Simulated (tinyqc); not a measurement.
Inside a calculation. Model: cluster expansion of a binary alloy: correlations, fit, cross-validation and ground states. Computed by tinyqc, a small Python program that keeps every step. Command: `OMP_NUM_THREADS=1 python tinyqc.py 3005156 3005157 out.jsonl clex walk`. One thread of a shared host (Intel(R) Xeon(R) Processor @ 2.30GHz), about 0.1 s of CPU time with the checks. Intermediate numbers are printed to about 7 digits and carried at full precision; extremes and crossings named in words are read from the listed rows.

s = +1 for A and -1 for B. Energy per site E = J0 + J1 P(point) + sum over clusters of m V P, with P the mean product of spins; V > 0 on a pair favours unlike neighbours. Clusters per site m: pair 1 6, pair 2 3, pair 3 12, triplet 8; the triplet is the triangle of first neighbours. Formation energies are counted from the line between pure A and pure B, which removes J0 and J1.

Inputs (values chosen for the exercise, for a model alloy):
```
quantity,value,unit
first-pair interaction V1,-13.2,meV
second-pair interaction V2,2.5,meV
third-pair interaction V3,-2,meV
triplet interaction Vt,-0.16,meV
noise amplitude,1.2,meV/site
temperature T,1300,K
fraction x of B,0.41,-
```

Lattice: fcc.

Constants: k_B = 8.617333262e-05 eV/K.

## Design matrix

correlations P, counted on periodic cells:
```
,point,pair 1,pair 2,pair 3,triplet
A,1.000000,1.000000,1.000000,1.000000,1.000000
A3B L1_2,0.500000,0.000000,1.000000,0.000000,-0.500000
A3B D0_22,0.500000,0.000000,0.666667,0.333333,-0.500000
A3B (001) layers,0.500000,0.333333,0.666667,0.000000,0.500000
A2B (001) layers,0.333333,0.111111,0.555556,-0.333333,0.333333
AB L1_0,0.000000,-0.333333,1.000000,-0.333333,0.000000
AB L1_1,0.000000,0.000000,-1.000000,0.000000,0.000000
A2B2 (001) layers,0.000000,0.333333,0.333333,-0.333333,0.000000
AB2 (001) layers,-0.333333,0.111111,0.555556,-0.333333,-0.333333
AB3 L1_2,-0.500000,0.000000,1.000000,0.000000,0.500000
AB3 D0_22,-0.500000,0.000000,0.666667,0.333333,0.500000
AB3 (001) layers,-0.500000,0.333333,0.666667,0.000000,-0.500000
B,-1.000000,1.000000,1.000000,1.000000,-1.000000
```

Design matrix of formation energies: m (P - 1) for pairs and m (P(triplet) - P(point)) for the triplet; x = (1 - P(point))/2.

X:
```
,pair 1,pair 2,pair 3,triplet
A,0.00000,0.00000,0.00000,0.00000
A3B L1_2,-6.00000,0.00000,-12.00000,-8.00000
A3B D0_22,-6.00000,-1.00000,-8.00000,-8.00000
A3B (001) layers,-4.00000,-1.00000,-12.00000,0.00000
A2B (001) layers,-5.33333,-1.33333,-16.00000,0.00000
AB L1_0,-8.00000,0.00000,-16.00000,0.00000
AB L1_1,-6.00000,-6.00000,-12.00000,0.00000
A2B2 (001) layers,-4.00000,-2.00000,-16.00000,0.00000
AB2 (001) layers,-5.33333,-1.33333,-16.00000,0.00000
AB3 L1_2,-6.00000,0.00000,-12.00000,8.00000
AB3 D0_22,-6.00000,-1.00000,-8.00000,8.00000
AB3 (001) layers,-4.00000,-1.00000,-12.00000,0.00000
B,0.00000,0.00000,0.00000,0.00000
```

## Formation energies

standard normal numbers for the noise (0 for the pure ends): A 0.000, A3B L1_2 0.297, A3B D0_22 -0.720, A3B (001) layers -0.553, A2B (001) layers 2.070, AB L1_0 0.063, AB L1_1 0.482, A2B2 (001) layers 0.167, AB2 (001) layers -1.345, AB3 L1_2 -0.710, AB3 D0_22 1.425, AB3 (001) layers -1.434, B 0.000

Exact: X V with V = (V1, V2, V3, Vt). The data to fit add the noise amplitude times the normal numbers, standing for what the clusters leave out.

exact energies (meV/site): A 0.0000, A3B L1_2 104.4800, A3B D0_22 93.9800, A3B (001) layers 74.3000, A2B (001) layers 99.0667, AB L1_0 137.6000, AB L1_1 88.2000, A2B2 (001) layers 79.8000, AB2 (001) layers 99.0667, AB3 L1_2 101.9200, AB3 D0_22 91.4200, AB3 (001) layers 74.3000, B 0.0000

data (meV/site): A 0.0000, A3B L1_2 104.8364, A3B D0_22 93.1160, A3B (001) layers 73.6364, A2B (001) layers 101.5507, AB L1_0 137.6756, AB L1_1 88.7784, A2B2 (001) layers 80.0004, AB2 (001) layers 97.4527, AB3 L1_2 101.0680, AB3 D0_22 93.1300, AB3 (001) layers 72.5792, B 0.0000

## Normal equations for V1, V2, Vt

Leave out pair 3: A = X^T X and b = X^T E (E being the data with noise) over these three columns; solve A V = b. The root-mean-square error runs over the structures between the pure ends.

matrix A:
```
,V1,V2,Vt
V1,348.8889,78.2222,0.0000
V2,78.2222,47.5556,0.0000
Vt,0.0000,0.0000,256.0000
```

b (meV): [-5953.193, -1290.471, -30.035]

fitted V1, V2, Vt (meV): [-17.39385, 1.47439, -0.11732]

root-mean-square error of the three-cluster fit = 7.599153 meV/site

The fit misses V1 by -4.19, V2 by -1.03 and Vt by +0.04 meV; the omitted V3 = -2 meV and the noise shift the fitted values.

## Which clusters to keep

For each set, H = X (X^T X)^-1 X^T over the structures between the ends; residual e = E - H E; leave-one-out error e_i/(1 - H_ii); both as root mean squares.

Fits:
```
clusters,fit error (meV/site),leave-one-out error (meV/site),largest H_ii
V1,7.999976,8.73812,0.1834395
V1 V2,7.620202,14.14710,0.8249873
V1 V3,4.070980,4.66752,0.3483902
V1 V2 Vt,7.599153,14.86025,0.8249873
V1 Vt,7.979929,9.70904,0.3531847
V1 V2 V3,1.327232,1.63040,0.8960469
V1 V3 Vt,4.031442,4.87058,0.5158578
V1 V2 V3 Vt,1.200497,1.70904,0.8960469
```

leave-one-out error without pair 3 = 14.86025 meV/site

leave-one-out error with all four = 1.709041 meV/site

The fit error can only fall as clusters are added, to 1.20 meV with all four. The leave-one-out error is least for V1 V2 V3 (1.63 meV), and all four give 1.71: the extra terms fit noise more than signal.

## Ground states by the convex hull

Height above the hull = E less the lowest straight line between two structures that bracket x (or the lowest structure at the same x). The three-term fit is X V with the fitted values.

Hull among these structures (meV/site):
```
structure,x,exact E,above hull,fitted E,"above hull, fit"
A,0.000000,0.0000,0.0000,0.0000,0.0000
A3B L1_2,0.250000,104.4800,104.4800,105.3017,105.3017
A3B D0_22,0.250000,93.9800,93.9800,103.8273,103.8273
A3B (001) layers,0.250000,74.3000,74.3000,68.1010,68.1010
A2B (001) layers,0.333333,99.0667,99.0667,90.8014,90.8014
AB L1_0,0.500000,137.6000,137.6000,139.1508,139.1508
AB L1_1,0.500000,88.2000,88.2000,95.5168,95.5168
A2B2 (001) layers,0.500000,79.8000,79.8000,66.6266,66.6266
AB2 (001) layers,0.666667,99.0667,99.0667,90.8014,90.8014
AB3 L1_2,0.750000,101.9200,101.9200,103.4245,103.4245
AB3 D0_22,0.750000,91.4200,91.4200,101.9501,101.9501
AB3 (001) layers,0.750000,74.3000,74.3000,68.1010,68.1010
B,1.000000,0.0000,0.0000,0.0000,0.0000
```

lowest exact formation energy = 0 meV/site

Only the pure ends are on the exact hull: at zero temperature the alloy separates. The fit finds the same set. A structure at zero height may lie on a tie line without being a vertex, and structures outside this list could lie lower.

## The random alloy and its short-range order

Random alloy: P(pair) = p^2, P(triplet) = p^3, p = 1 - 2x, so H_mix = (p^2 - 1) sum m V(pairs) + (p^3 - p) m Vt; G_mix = H_mix + k_B T [x ln x + (1 - x) ln(1 - x)]. To first order in 1/T the Warren-Cowley parameter of shell 1 is alpha_1 = -(1 - p^2) V_eff/(k_B T), V_eff = V1 + (number of triplets on a first-neighbour bond) p Vt, that number being 4.

mixing enthalpy H_mix = 92.82226 meV/site

mixing free energy G_mix = 16.99695 meV/site

alpha_1 = 0.1150078

alpha_1 > 0: like neighbours cluster. Caution: G_mix lies above the hull of the ordered structures at this x, so the random alloy is not the equilibrium state at T.

Checks made by the program: leave-one-out formula against refits (relative difference below 1e-10).
